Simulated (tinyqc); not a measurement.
# Schottky barrier on an n-type semiconductor, non-linear Poisson equation by Newton steps, step by step

Program tinyqc, `OMP_NUM_THREADS=1 python tinyqc.py 2020007 2020008 out.jsonl`; Intel Xeon 2.30GHz, shared host, one thread, about 0.05 s. Printed values are rounded; ~0 in a residual or rate marks an entry under 1e-11 of the largest of its column.

One dimension, metal at x = 0, donor density C(x) = Nd, uniform. Energies are counted from the electron Fermi level of the semiconductor and the conduction-band edge is Ec = -psi, so n = Nc exp(psi/Vt); holes follow the Fermi level of the metal, at -V, so p = Nv exp((V - psi - Eg)/Vt). Ends: psi(0) = V - phiB and psi = Vt ln(Nd/Nc) deep inside. Boltzmann statistics, full ionisation, no current, no image force in the Poisson equation.

Parameters, values chosen for the exercise; band and dielectric values close to those of cadmium telluride: temperature T = 400 K; band gap Eg = 1.5 eV; relative permittivity eps_r = 10.4; conduction-band density of states at T Nc = 1.22e18 cm^-3; valence-band density of states at T Nv = 2.74e19 cm^-3; donor density deep in the semiconductor Nd = 4.2e16 cm^-3; barrier height phiB = 0.82 eV; bias of the metal against the semiconductor V = 0 V.

Constants: q = 1.602176634e-19 C, kB = 1.380649e-23 J/K, Vt = kB T/q, eps0 = 8.8541878128e-14 F/cm where lengths are in cm. Results are converted to the units shown.

## End potentials, built-in voltage, Debye length

psi_0 = V - phiB, psi_b = Vt ln(Nd/Nc), Vbi = phiB - Vt ln(Nc/Nd), LD = sqrt(eps0 eps_r Vt/(q Nd)), W = sqrt(2 eps0 eps_r (Vbi - V)/(q Nd)), hole density at the metal p_0 = Nv exp((phiB - Eg)/Vt).

psi_0 = -0.82 V
psi_b = -0.116125 V
Vbi = 0.703875 V
LD = 21.7184 nm
W for uniform Nd = 138.795 nm
p_0 = 7.41528e10 cm^-3

The hole density at the metal is 1.8e-6 times Nd, so holes hardly matter.

## Doping on the mesh

x, node 0 to 12 (nm): [0, 8.6, 19, 31.7, 47.2, 65.9, 88.7, 116, 150, 191, 240, 301, 374]

C = Nd, uniform, taken at the nodes.

donor density C, node 0 to 12 (cm^-3): [4.2e16, 4.2e16, 4.2e16, 4.2e16, 4.2e16, 4.2e16, 4.2e16, 4.2e16, 4.2e16, 4.2e16, 4.2e16, 4.2e16, 4.2e16]

## Couplings between neighbouring nodes

a_i = eps0 eps_r/h_i for the interval from node i to i + 1, with h_i = x_(i+1) - x_i in cm.

coupling a_i, interval 0 to 11 (F/cm^2): [1.07074e-6, 8.85419e-7, 7.25067e-7, 5.94087e-7, 4.92425e-7, 4.03875e-7, 3.37302e-7, 2.70834e-7, 2.24594e-7, 1.87926e-7, 1.50957e-7, 1.26142e-7]

## Starting potential

The parabola psi_b - (psi_b - psi_0)(1 - x/W)^2 for x < W and psi_b beyond, with psi_0 = V - phiB, psi_b = Vt ln(Nd/Nc), W = sqrt(2 eps0 eps_r (psi_b - psi_0)/(q Nd)).

psi at the start, node 0 to 12 (V): [-0.820000, -0.735476, -0.640480, -0.535195, -0.422668, -0.310278, -0.207818, -0.135111, -0.116125, -0.116125, -0.116125, -0.116125, -0.116125]

## Iteration 1: densities, residual and Jacobian diagonal

n_i = Nc exp(psi_i/Vt), p_i = Nv exp((V - psi_i - Eg)/Vt), rho_i = p_i - n_i + C_i, g_i = (n_i + p_i)/Vt. Box widths w_i = (h_(i-1) + h_i)/2 in cm. Residual F_i = a_i (psi_(i+1) - psi_i) - a_(i-1) (psi_i - psi_(i-1)) + q rho_i w_i; Jacobian: a_(i-1) and a_i beside the diagonal, b_i = -a_(i-1) - a_i - q g_i w_i on it. The two end nodes are fixed.

n, node 0 to 12 (cm^-3): [5.68610e7, 6.60352e8, 1.03913e10, 2.20395e11, 5.76734e12, 1.50325e14, 2.93742e15, 2.42125e16, 4.2e16, 4.2e16, 4.2e16, 4.2e16, 4.2e16]
p, node 0 to 12 (cm^-3): [7.41528e10, 6.38508e9, 4.05764e8, 1.91311e7, 7.31082e5, 28048.5, 1435.41, 174.142, 100.391, 100.391, 100.391, 100.391, 100.391]
residual F, node 1 to 11 (C/cm^2): [8.71342e-16, -1.84783e-15, -4.97845e-14, -1.58009e-12, -4.99759e-11, -1.17892e-9, -1.06475e-8, -5.14200e-9, ~0, ~0, ~0]
diagonal b, node 1 to 11 (F/cm^2): [-1.95616e-6, -1.61049e-6, -1.31916e-6, -1.08656e-6, -8.97751e-7, -7.75380e-7, -9.53079e-7, -1.22751e-6, -1.29101e-6, -1.41260e-6, -1.58508e-6]

## Iteration 1: Newton step

Solve the tridiagonal system a_(i-1) d_(i-1) + b_i d_i + a_i d_(i+1) = -F_i for nodes 1 to 11, with d = 0 on fixed nodes. Each component d is damped to sign(d) Vt ln(1 + |d|/Vt) before it is added.

Newton step d, before damping, node 1 to 11 (V): [-0.0015913, -0.0035158, -0.0058658, -0.0087338, -0.0121916, -0.0163276, -0.0194402, -0.0087627, -0.0015548, -0.0002090, -0.0000199]
psi after iteration 1, node 0 to 12 (V): [-0.820000, -0.737031, -0.643828, -0.540612, -0.430453, -0.320716, -0.221184, -0.150527, -0.123933, -0.117646, -0.116333, -0.116145, -0.116125]

## Course of the Newton iteration

Stop when the largest undamped |d| is below 1e-9 V, or after 80 iterations.

Course of the iteration:
```
iteration  largest |F| (C/cm^2)  largest |d| (V)  at node
1                       1.06e-8           0.0194        7
2                       3.61e-9          7.55e-3        7
3                      5.67e-10          1.13e-3        7
4                      1.45e-11          2.59e-5        7
5                      8.26e-15          1.35e-8        7
6                      2.38e-21         3.70e-15        7
```

Converged in 6 iterations. Once the step is below 0.1 Vt, 3 more iteration(s) reach the threshold: near the solution the error is roughly squared each time.

## Converged densities, field and barrier lowering

converged psi, node 0 to 12 (V): [-0.820000, -0.737370, -0.644665, -0.542178, -0.433065, -0.324792, -0.227270, -0.158488, -0.126697, -0.118037, -0.116383, -0.116150, -0.116125]

n and p as above; E_i = -(psi_(i+1) - psi_i)/h_i; at the metal |E_0| = |E on interval 0| + q rho_0 (h_0/2)/(eps0 eps_r), rho_0 = p_0 - n_0 + C_0; image-force lowering dphi = sqrt(q |E_0|/(4 pi eps0 eps_r)).

n, node 0 to 12 (cm^-3): [5.68610e7, 6.25039e8, 9.20312e9, 1.79979e11, 4.26557e12, 9.86650e13, 1.67062e15, 1.22885e16, 3.09065e16, 3.97336e16, 4.16871e16, 4.19701e16, 4.2e16]
p, node 0 to 12 (cm^-3): [7.41528e10, 6.74583e9, 4.58149e8, 2.34272e7, 9.88474e5, 42734.5, 2523.85, 343.118, 136.425, 106.117, 101.144, 100.462, 100.391]
field E, interval 0 to 11 (kV/cm): [-96.0814, -89.1392, -80.6988, -70.3951, -57.9003, -42.7725, -25.1950, -9.3503, -2.1121, -0.3376, -0.0382, -0.0034]
|E_0| at the metal = 99.2237 kV/cm
image-force lowering = 37.0653 mV

A mesh of about 1000 nodes or more gives |E_0| = 98.91 kV/cm; the 13-node value is 0.32 % above it.

## Check against the first integral

First integral for uniform doping: E_0^2 = (2 q/(eps0 eps_r)) [Nd (U - Vt + Vt exp(-U/Vt)) + Vt p_0], U = Vbi - V, Vbi = phiB - Vt ln(Nc/Nd), p_0 = Nv exp((phiB - Eg)/Vt) (deep holes neglected). Image-force lowering dphi = sqrt(q E_0/(4 pi eps0 eps_r)), at x_m = sqrt(q/(16 pi eps0 eps_r E_0)). Depletion approximation: E = sqrt(2 q Nd U/(eps0 eps_r)).

E_0 = 98.9119 kV/cm
dphi = 37.0070 mV
x_m = 1.87070 nm
field in the depletion approximation = 101.427 kV/cm

The depletion approximation is 2.5 % above the exact field. The lowering is 1.1 Vt, a factor of 2.93 in a thermionic current.
